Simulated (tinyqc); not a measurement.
WKB tunnelling through a gate dielectric with a two-band (Franz) dispersion: one step. Decay constant through the layer. Three cases, with inputs chosen for the exercise.

Problem. Nine points x = j x_e/8.

At depth x the conduction edge lies u(x) = phi - V x/t above the electron. Parabolic: kappa = sqrt(m u/c). Franz: kappa = sqrt(m u (1 - u/Eg)/c), which vanishes at both band edges. c = hbar^2/2m0. T = exp(-2 integral of kappa dx) over the region u > 0; no image force, no prefactor, zero transverse momentum. The region ends at x_e = min(t, phi t/V); x_e < t is the Fowler-Nordheim regime.

Constants: hbar^2/2m0 = 3.80998211 eV angstrom^2.

Case 1.

Values chosen (of the size used for Si3N4 on silicon; not measured data):
- Eg = 5.08 eV (gap of the dielectric)
- phi = 1.93 eV (barrier above the electron energy at the emitter)
- m = 0.43 m0 (mass at the conduction edge)
- t = 42 angstrom (thickness)
- V = 0.8 V (voltage across the layer)

x_e = 42.0000 angstrom

Case 2.

Values chosen (of the size used for SiO2 on silicon; not measured data):
- Eg = 8.8 eV (gap of the dielectric)
- phi = 3.09 eV (barrier above the electron energy at the emitter)
- m = 0.54 m0 (mass at the conduction edge)
- t = 12 angstrom (thickness)
- V = 2.4 V (voltage across the layer)

x_e = 12.0000 angstrom

Case 3.

Values chosen (of the size used for HfO2 on silicon; not measured data):
- Eg = 5.52 eV (gap of the dielectric)
- phi = 1.4 eV (barrier above the electron energy at the emitter)
- m = 0.18 m0 (mass at the conduction edge)
- t = 41 angstrom (thickness)
- V = 0.6 V (voltage across the layer)

x_e = 41.0000 angstrom

Give: kappa (1/angstrom).

Solution.

Case 1.

kappa (1/angstrom):
```
x (angstrom)  u (eV)  parabolic   Franz
0.000         1.9300     0.4667  0.3675
5.250         1.8300     0.4545  0.3635
10.500        1.7300     0.4419  0.3588
15.750        1.6300     0.4289  0.3535
21.000        1.5300     0.4155  0.3474
26.250        1.4300     0.4017  0.3405
31.500        1.3300     0.3874  0.3329
36.750        1.2300     0.3726  0.3244
42.000        1.1300     0.3571  0.3149
```

At the emitter the Franz value is 21.3 % below the parabolic one, the factor sqrt(1 - phi/Eg).

Case 2.

kappa (1/angstrom):
```
x (angstrom)  u (eV)  parabolic   Franz
0.000         3.0900     0.6618  0.5331
1.500         2.7900     0.6288  0.5197
3.000         2.4900     0.5941  0.5030
4.500         2.1900     0.5571  0.4829
6.000         1.8900     0.5176  0.4586
7.500         1.5900     0.4747  0.4297
9.000         1.2900     0.4276  0.3950
10.500        0.9900     0.3746  0.3529
12.000        0.6900     0.3127  0.3002
```

At the emitter the Franz value is 19.4 % below the parabolic one, the factor sqrt(1 - phi/Eg).

Case 3.

kappa (1/angstrom):
```
x (angstrom)  u (eV)  parabolic   Franz
0.000         1.4000     0.2572  0.2222
5.125         1.3250     0.2502  0.2181
10.250        1.2500     0.2430  0.2137
15.375        1.1750     0.2356  0.2090
20.500        1.1000     0.2280  0.2040
25.625        1.0250     0.2201  0.1986
30.750        0.9500     0.2119  0.1928
35.875        0.8750     0.2033  0.1865
41.000        0.8000     0.1944  0.1798
```

At the emitter the Franz value is 13.6 % below the parabolic one, the factor sqrt(1 - phi/Eg).

Computed by tinyqc, one run a case: `OMP_NUM_THREADS=1 python tinyqc.py N N+1 out.jsonl` with N = 1451075, 1451137, 1451255; one thread of a shared Intel(R) Xeon(R) Processor @ 2.30GHz, about 0.01 s a run at most.
